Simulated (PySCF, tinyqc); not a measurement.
Inside a calculation (part 2 of 2). Method: CIS and TDHF on RHF in the sto-3g basis, for H6, spin multiplicity 1. The lowest restricted solution is unstable here: a spin-polarised one lies 0.0098 hartree lower (PySCF). Computed by tinyqc, a small Python program that keeps every step (integrals from PySCF). Command: `OMP_NUM_THREADS=1 python tinyqc.py 27110 27111 out.jsonl` (the two numbers bound the seeds that draw the settings). One thread of a shared host (Intel(R) Xeon(R) Processor @ 2.60GHz), about 0.06 s of CPU time with the checks.

Geometry (angstrom):
```
atom         x         y         z
H     0.000000  0.000000  0.000000
H     0.000000  0.000000  1.019000
H     0.000000  0.000000  1.956000
H     0.000000  0.000000  2.976000
H     0.000000  0.000000  3.913000
H     0.000000  0.000000  4.932000
```

## CIS triplet states

CIS matrix A, triplet (hartree):
```
           1>4        1>5        1>6        2>4       2>5        2>6        3>4        3>5
1>4   0.512910   0.000000   0.082536   0.000000  0.098839   0.000000   0.016621   0.000000
1>5   0.000000   0.935365   0.000000   0.098839  0.000000   0.140167   0.000000  -0.008390
1>6   0.082536   0.000000   1.296351   0.000000  0.140167   0.000000  -0.092536   0.000000
2>4   0.000000   0.098839   0.000000   0.387681  0.000000  -0.012760   0.000000   0.114686
2>5   0.098839   0.000000   0.140167   0.000000  0.784879   0.000000   0.114686   0.000000
2>6   0.000000   0.140167   0.000000  -0.012760  0.000000   1.241438   0.000000   0.100242
3>4   0.016621   0.000000  -0.092536   0.000000  0.114686   0.000000   0.140164   0.000000
3>5   0.000000  -0.008390   0.000000   0.114686  0.000000   0.100242   0.000000   0.572664
3>6  -0.092536   0.000000   0.085105   0.000000  0.100242   0.000000   0.017689   0.000000

           3>6
1>4  -0.092536
1>5   0.000000
1>6   0.085105
2>4   0.000000
2>5   0.100242
2>6   0.000000
3>4   0.017689
3>5   0.000000
3>6   0.999667
```

Diagonalise A (1 hartree = 27.211386 eV); each vector has its largest component positive (the first on a tie).

triplet excitation energies (eV): 2.961691  8.507107  12.293193  16.737866  21.433779  24.511407  27.543332  35.609788  37.374552

lowest vectors:
```
       state 1    state 2    state 3    state 4    state 5    state 6
1>4  -0.018360   0.000000   0.923768   0.000000   0.325136   0.000000
1>5   0.000000  -0.164933   0.000000  -0.056863   0.000000   0.918296
1>6   0.099747   0.000000  -0.065711   0.000000  -0.226519   0.000000
2>4   0.000000   0.884863   0.000000   0.431878   0.000000   0.169684
2>5  -0.182365   0.000000  -0.303076   0.000000   0.876201   0.000000
2>6   0.000000   0.083202   0.000000  -0.121228   0.000000  -0.350516
3>4   0.977931   0.000000  -0.030119   0.000000   0.190517   0.000000
3>5   0.000000  -0.427659   0.000000   0.891937   0.000000  -0.071258
3>6  -0.010334   0.000000   0.222647   0.000000  -0.197357   0.000000
```

## TDHF (RPA) triplet states

Two-electron integrals over orbitals (pq|rs), unique and non-zero (hartree):
```
(11|11) 0.437398    (21|21) 0.136859    (22|11) 0.357191    (22|22) 0.380424
(31|11) -0.079323   (31|22) 0.020115    (31|31) 0.095908    (32|21) 0.094382
(32|32) 0.121332    (33|11) 0.360055    (33|22) 0.348913    (33|31) -0.014827
(33|33) 0.370647    (41|21) -0.054607   (41|32) 0.017954    (41|41) 0.077206
(42|11) -0.085628   (42|22) -0.019529   (42|31) 0.062196    (42|33) 0.002110
(42|42) 0.089598    (43|21) 0.089577    (43|32) 0.090961    (43|41) -0.007223
(43|43) 0.119881    (44|11) 0.368422    (44|22) 0.355101    (44|31) -0.016621
(44|33) 0.366190    (44|42) -0.010797   (44|44) 0.380092    (51|11) 0.002832
(51|22) 0.038050    (51|31) 0.035596    (51|33) -0.016805   (51|42) -0.023505
(51|44) -0.007282   (51|51) 0.057990    (52|21) 0.049951    (52|32) 0.004584
(52|41) -0.049903   (52|43) -0.030104   (52|52) 0.084270    (53|11) 0.087035
(53|22) 0.019800    (53|31) -0.064022   (53|33) 0.008311    (53|42) -0.081855
(53|44) 0.005828    (53|51) 0.015058    (53|53) 0.088244    (54|21) -0.098839
(54|32) -0.114686   (54|41) -0.006874   (54|43) -0.091986   (54|52) -0.008913
(54|54) 0.123255    (55|11) 0.377452    (55|22) 0.389389    (55|31) 0.008390
(55|33) 0.365176    (55|42) -0.025992   (55|44) 0.373803    (55|51) 0.034873
(55|53) 0.027134    (55|55) 0.417761    (61|21) 0.001935    (61|32) -0.026863
(61|41) -0.029243   (61|43) 0.035980    (61|52) -0.035137   (61|54) 0.024201
(61|61) 0.069456    (62|11) -0.003200   (62|22) -0.037081   (62|31) -0.033951
(62|33) 0.010133    (62|42) 0.017816    (62|44) 0.012193    (62|51) -0.052133
(62|53) -0.019783   (62|55) -0.036674   (62|62) 0.054598    (63|21) -0.053217
(63|32) 0.011192    (63|41) 0.070294    (63|43) -0.008086   (63|52) -0.049125
(63|54) -0.011355   (63|61) -0.027332   (63|63) 0.074599    (64|11) -0.082536
(64|22) 0.012760    (64|31) 0.092536    (64|33) -0.017689   (64|42) 0.064128
(64|44) -0.020006   (64|51) 0.033172    (64|53) -0.066301   (64|55) 0.011143
(64|62) -0.034074   (64|64) 0.101716    (65|21) -0.140167   (65|32) -0.100242
(65|41) 0.054682    (65|43) -0.095782   (65|52) -0.051889   (65|54) 0.106761
(65|61) -0.001960   (65|63) 0.058381    (65|65) 0.159174    (66|11) 0.467380
(66|22) 0.383743    (66|31) -0.085105   (66|33) 0.389086    (66|42) -0.093453
(66|44) 0.400910    (66|51) 0.003293    (66|53) 0.097862    (66|55) 0.416037
(66|62) -0.004199   (66|64) -0.095027   (66|66) 0.528645
```

B(ia,jb) = - (ib|ja); the squared energies are the eigenvalues of (A - B)(A + B); 1 hartree = 27.211386 eV.

TDHF matrix B, triplet (hartree):
```
           1>4        1>5        1>6        2>4        2>5        2>6        3>4        3>5
1>4  -0.077206   0.000000   0.029243   0.000000   0.023505   0.000000   0.007223   0.000000
1>5   0.000000  -0.057990   0.000000   0.049903   0.000000   0.035137   0.000000  -0.015058
1>6   0.029243   0.000000  -0.069456   0.000000   0.052133   0.000000  -0.070294   0.000000
2>4   0.000000   0.049903   0.000000  -0.089598   0.000000  -0.017816   0.000000   0.030104
2>5   0.023505   0.000000   0.052133   0.000000  -0.084270   0.000000   0.081855   0.000000
2>6   0.000000   0.035137   0.000000  -0.017816   0.000000  -0.054598   0.000000   0.049125
3>4   0.007223   0.000000  -0.070294   0.000000   0.081855   0.000000  -0.119881   0.000000
3>5   0.000000  -0.015058   0.000000   0.030104   0.000000   0.049125   0.000000  -0.088244
3>6  -0.035980   0.000000   0.027332   0.000000   0.019783   0.000000   0.008086   0.000000

           3>6
1>4  -0.035980
1>5   0.000000
1>6   0.027332
2>4   0.000000
2>5   0.019783
2>6   0.000000
3>4   0.008086
3>5   0.000000
3>6  -0.074599
```

squared energies w^2 (hartree^2): -0.018069  0.077478  0.190691  0.371729  0.604586  0.803592  1.014935  1.709885  1.880793

TDHF energies from the positive w^2 (eV): 7.574231  11.882726  16.590675  21.158249  24.393183  27.413836  35.582307  37.318241

A + B or A - B has a negative eigenvalue: the restricted solution is unstable towards a spin-polarised one, a negative w^2 means an imaginary energy, and the lowest roots have no physical meaning.
